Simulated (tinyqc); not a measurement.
Which current rules in forward bias: trap-assisted generation and recombination current of an abrupt junction. Computed by tinyqc, a small Python program. Command: `OMP_NUM_THREADS=1 python tinyqc.py 3024687 3024688 out.jsonl junctionleak walk`. One thread of a shared host (Intel(R) Xeon(R) Processor @ 2.30GHz), about 0.01 s of CPU time with the checks.

Depletion approximation, flat quasi-Fermi levels across the depleted layer, long neutral regions with minority lifetimes tau_n and tau_p, full ionisation and Boltzmann statistics. Voltages in exponents stand for e V.

Inputs (values chosen for the exercise, with bands and screening modelled on GaSb):
```
quantity                              value    unit
gap E_g                               0.728      eV
electron mass m_e                    0.0376     m_0
valleys M_c                               1       -
hole mass m_h                         0.403     m_0
dielectric constant eps                15.1       -
acceptor density N_A                  4e+16   cm^-3
donor density N_D                   6.6e+17   cm^-3
capture time tau_n                  2.1e-05       s
capture time tau_p                  7.9e-08       s
trap level E_t - E_i                      0      eV
electron diffusion coefficient D_n       80  cm^2/s
hole diffusion coefficient D_p          1.7  cm^2/s
temperature T                           250       K
tunnelling mass m_t                    0.27     m_0
```

Field enhancement: Hurkx tunnelling factor.

Constants: k_B = 8.617333262e-05 eV/K; m_0 = 9.1093837015e-31 kg; k_B = 1.380649e-23 J/K; h = 6.62607015e-34 J s; e = 1.602176634e-19 C; eps_0 = 8.8541878128e-12 F/m; hbar = 1.054571817e-34 J s.

Method:
- N_c = 2 M_c (2 pi m_e k_B T/h^2)^(3/2) and N_v = 2 (2 pi m_h k_B T/h^2)^(3/2), masses in units of m_0.
- n_i = sqrt(N_c N_v) exp(-E_g/2 k_B T); V_bi = (k_B T/e) ln(N_A N_D/n_i^2); diffusion saturation current J_d0 = e n_i^2 [sqrt(D_n/tau_n)/N_A + sqrt(D_p/tau_p)/N_D].
- W = sqrt(2 eps eps_0 (V_bi - V)(1/N_A + 1/N_D)/e), x_p = W N_D/(N_A + N_D), x_n = W - x_p, peak field F_m = 2 (V_bi - V)/W; reverse bias means V = -V_r.
- Both capture times are divided by 1 + Gamma, Gamma = 2 sqrt(3 pi) (F/F_G) exp((F/F_G)^2), F_G = sqrt(24 m_t (k_B T)^3)/(e hbar) (the low-field Hurkx form), F being the local field, linear in x from 0 at the edges to F_m.
- Potential from the p edge: phi = (V_bi - V) x^2/(x_p W) on the p side and (V_bi - V)[1 - (W - x)^2/(x_n W)] on the n side; p = N_A exp(-phi/k_B T), n = n_i^2 exp(V/k_B T)/p; U = (n p - n_i^2)/[tau_p (n + n_i exp(dE/k_B T)) + tau_n (p + n_i exp(-dE/k_B T))], dE = E_t - E_i, n1 = n_i exp(dE/k_B T), p1 = n_i exp(-dE/k_B T); J_t = e int U dx by the trapezoid rule on 400 intervals on each side.
- J_d = J_d0 (exp(V/k_B T) - 1). Ideality n = (e/k_B T) dV/d ln J, central difference of 1 mV. The rows stop just below the bias where n = 0.1 p or tau_p n = 0.1 tau_n p at the p edge, or the like at the n edge.

k_B T = 0.0215433 eV

n_i = 3.78663e+10 cm^-3

J_d0 = 1.28243e-11 A/cm^2

Forward characteristic:
```
V (V)  J_t (A/cm^2)  J_d (A/cm^2)  ideality of J_t  ideality of the sum
0.11     5.9806e-08    2.1033e-09           1.5586               1.5291
0.17     3.1015e-07    3.4270e-08           1.8078               1.6732
0.23     1.3751e-06    5.5542e-07           1.9134               1.5152
0.29     5.8221e-06    8.9986e-06           1.9389               1.2349
0.36     3.1112e-05    2.3191e-04           1.9359               1.0607
0.42     1.3158e-04    3.7572e-03           1.9272               1.0165
0.48     5.5766e-04    6.0871e-02           1.9371               1.0044
0.54     2.2636e-03    9.8618e-01           2.0945               1.0012
```

What follows from these numbers?

Diffusion overtakes recombination between 0.23 and 0.29 V, and the ideality of the sum goes from 1.53 to 1.00, with a maximum of 1.67 at 0.17 V. The ideality of J_t alone lies between 1.56 and 2.09. Caution: one side is doped near or above its effective density of states, so Boltzmann statistics understate V_bi.

Extremes, crossings and ranges named in words are read from the listed rows.
